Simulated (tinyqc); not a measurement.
Kissinger analysis: growth of a silicide layer between metal and silicon: linear-parabolic kinetics, ramp anneals and Kissinger analysis. Computed by tinyqc, a small Python program. Command: `OMP_NUM_THREADS=1 python tinyqc.py 3005696 3005697 out.jsonl silicide walk`. One thread of a shared host (Intel(R) Xeon(R) Processor @ 2.30GHz), about 0.09 s of CPU time with the checks.

One compound layer of thickness x grows by diffusion through itself and reaction at an interface, dx/dt = 1/(2x/K + 1/v), until the metal is used up at x = a h.

Inputs (values chosen for the exercise, modelled on NiSi):

| quantity | value | unit |
|---|---|---|
| metal thickness h | 6.8 | nm |
| silicide formed per metal thickness a | 2.2 | - |
| prefactor of the parabolic constant K | 8.2e+14 | nm^2/s |
| activation energy E of K | 1.73 | eV |
| prefactor of the interface velocity v | 1.5e+15 | nm/s |
| activation energy E_v | 1.9 | eV |

Constants: k_B = 8.617333262e-05 eV/K.

Method:
- The silicide ends at the thickness a h.
- K = K0 exp(-E/(k_B T)), v = v0 exp(-E_v/(k_B T)).
- Temperatures in kelvin are T(C) + 273.15.
- Ramp from x = 0 at 100 C at the rate beta: dx/dT = (1/beta)/(2x/K + 1/v), integrated adaptively (tolerance 1e-9) until x = a h at T_f.
- Plot ln(beta/T_f^2) against 1/(k_B T_f), T_f in kelvin; minus the least-squares slope estimates the activation energy.

final thickness = 14.96 nm

Ramps:

| beta (C/s) | T_f (C) | 1/(k_B T_f) (1/eV) | ln(beta/T_f^2) |
|---|---|---|---|
| 0.03 | 310.13 | 19.895 | -16.244 |
| 0.1 | 329.12 | 19.268 | -15.104 |
| 0.3 | 347.58 | 18.695 | -14.066 |
| 1 | 369.16 | 18.067 | -12.930 |
| 3 | 390.22 | 17.493 | -11.896 |
| 10 | 414.94 | 16.865 | -10.765 |
| 30 | 439.17 | 16.291 | -9.736 |

Kissinger energy = 1.8056 eV

What does the comparison show, and why?

A thousandfold faster ramp raises the completion temperature by only 129 C. The fit gives 1.806 eV, against E = 1.73 eV for diffusion and E_v = 1.9 eV for the interface: it lies 44 % of the way from E to E_v, as both steps resist. Caution: nucleation and competing phases are left out; disilicides such as CoSi2 and the low-resistance form of TiSi2 start by nucleation and follow this law at best in part.

Extremes, crossings and ranges named in words are read from the listed rows.
